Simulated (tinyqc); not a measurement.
Shortcuts against the integral: sheet resistance and Hall data of a diffused or implanted layer. Computed by tinyqc, a small Python program. Command: `OMP_NUM_THREADS=1 python tinyqc.py 3031083 3031084 out.jsonl layer walk`. One thread of a shared host (Intel(R) Xeon(R) Processor @ 2.30GHz), about 0.01 s of CPU time with the checks.

Carriers are taken equal to the net active doping down to the junction (full ionisation, which deep dopants in wide-gap hosts do not reach; no spill-over, no depletion), and the Hall factor is 1.

Inputs (values chosen for the exercise, modelled on silicon in GaN):
```
quantity,value,unit
mu_min,53.4,cm^2/(V s)
mu_max,1030,cm^2/(V s)
N_ref,1.9e+17,1/cm^3
exponent alpha,1,-
peak concentration N_0,5e+17,1/cm^3
length scale l,960,nm
background doping N_B (opposite type),3.4e+15,1/cm^3
```

Profile: Gaussian at the surface. Activation: complete.

Constants: e = 1.602176634e-19 C.

Method:
- N(x) = N_0 exp(-x^2/l^2), dose N_0 l sqrt(pi)/2, junction x_j = l sqrt(ln(N_0/N_B)).
- Mobility mu = mu_min + (mu_max - mu_min)/(1 + (N_t/N_ref)^alpha), N_t = active doping + N_B; carriers n = active doping - N_B, all dopants active.
- Integrals from x_0 (0 unless stated) to x_j by the midpoint rule on 400 even intervals: 1/R_s = e int n mu dx; sheet density n_s = int n dx; Hall sheet density (int n mu dx)^2/int n mu^2 dx; Hall mobility int n mu^2 dx/int n mu dx.
- Mean conductivity 1/(R_s x_j); mean mobility 1/(e n_s R_s).
- Shortcuts: R_s = 1/(e Q mu) with the dose Q and the mobility at the (active) peak concentration; 1/(e n_s mu) with mu at N_t = n_s/x_j + N_B; 1/(e Q mu_max).

sheet resistance R_s = 354.546 ohm

dose = 4.25389e+13 1/cm^2

sheet density n_s = 4.17425e+13 1/cm^2

junction depth x_j = 2144.66 nm

Sheet resistances:
```
method,R_s (ohm),deviation (%)
integral,354.55,0.000
"dose, mobility at the peak",457.09,28.922
"n_s, mobility at the mean concentration",281.28,-20.665
"dose, mu_max",142.45,-59.822
```

What follows from these numbers?

The closest shortcut is «n_s, mobility at the mean concentration» (-20.7 %). The peak mobility is the lowest in the layer, so with full activation it overestimates R_s.

Extremes, crossings and ranges named in words are read from the listed rows.
